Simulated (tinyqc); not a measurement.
Frequency dispersion of an accumulation capacitance by border traps, distributed model: two steps of the calculation.

Traps spread evenly through the insulator exchange electrons with the semiconductor by tunnelling, with tau(x) = t0 exp(2 ka x) at depth x from the interface. The admittance per area Y seen at depth x obeys dY/dx = -Y^2/(i w eps0 eox) + q Nb ln(1 + i w tau)/tau, with Y(0) = i w Cs and w = 2 pi f; the gate sees Y(tox) = G + i w C. Working variable y = Y/(i w), in uF/cm^2. Cox = eps0 eox/tox.

Parameters, values chosen for the exercise; permittivity close to that of zirconium oxide: relative permittivity of the insulator eox = 22.9; insulator thickness tox = 6.3 nm; semiconductor capacitance in accumulation Cs = 1.1 uF/cm^2; density of border traps Nb = 3.5e18 cm^-3 eV^-1; decay constant of the wave function in the insulator ka = 6.3 1/nm; time constant of a trap at the interface t0 = 3e-11 s; frequency f = 1e5 Hz; depth down to which the steps are taken xe = 1.3 nm.

Constants: q = 1.602176634e-19 C, eps0 = 8.8541878128e-14 F/cm where lengths are in cm. Results are converted to the units shown.

Task 1. Scales and lumped estimate. Cox; trap-free value 1/(1/Cox + 1/Cs); response depth d = ln(1/(w t0))/(2 ka), where w tau = 1; lumped estimate: all traps within d act as C_bt = q Nb d placed at d/2, so C = 1/{1/[1/(1/Cs + d/(2 eps0 eox)) + C_bt] + (tox - d/2)/(eps0 eox)}.

Wanted: Cox; trap-free C; d; C_bt; lumped C.

Result 1.

Cox = 3.218 uF/cm^2
trap-free C = 0.8198 uF/cm^2
d = 0.8634 nm
C_bt = 0.04842 uF/cm^2
lumped C = 0.8477 uF/cm^2

The traps within reach amount to 0.0440 Cs and lie in the first 13.7 % of the insulator.

Task 2. Midpoint steps through the active depth. In terms of y: dy/dx = -y^2/(eps0 eox) + s(x), s = q Nb ln(1 + z)/z, z = i w tau. 8 midpoint steps of h = xe/8: y_half = y + (h/2) y'(x, y), y(new) = y + h y'(x + h/2, y_half).

Give: x; s; y.

Result 2.

```
point,x (nm),s (uF/(cm^2 nm)),y (uF/cm^2)
0,0,0.05608+0.00000i,1.100+0.000i
1,0.1625,0.05608+0.00000i,1.099+0.000i
2,0.3250,0.05608-0.00003i,1.099+0.000i
3,0.4875,0.05607-0.00025i,1.098+0.000i
4,0.6500,0.05599-0.00190i,1.098+0.000i
5,0.8125,0.05162-0.01303i,1.097-0.001i
6,0.9750,0.01829-0.01973i,1.094-0.004i
7,1.137,0.00273-0.00613i,1.085-0.006i
8,1.300,0.00036-0.00126i,1.076-0.007i
```

tinyqc, about 0.5 s, one thread, Intel Xeon 2.30GHz (shared host): `OMP_NUM_THREADS=1 python tinyqc.py 2202205 2202206 out.jsonl`
